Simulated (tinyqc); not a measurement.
Worked calculation: tight binding, honeycomb lattice. One step of it, computed by the program tinyqc.

Problem. Bloch Hamiltonian at K. H_AB = -t1 (1 + exp(-i k.a1) + exp(-i k.a2)); H_AA = delta - 2 t2 sum cos(k.b + phi), H_BB = -delta - 2 t2 sum cos(k.b - phi), b = a1, a2 - a1, -a2.

Parameters chosen for this model:
```
parameter     value                        unit
t1         0.850000                 eV, nearest
t2                0       eV, second neighbours
phi        1.570000  rad, phase of t2 (Haldane)
delta      2.380000          eV, +/- on A and B
```

k point K (fractions of the reciprocal vectors): 0.333333  0.666667

Give: H(k) at K.

Solution.

H(k) at K (eV):
```
        A        B
A  2.3800   0.0000
B  0.0000  -2.3800
```
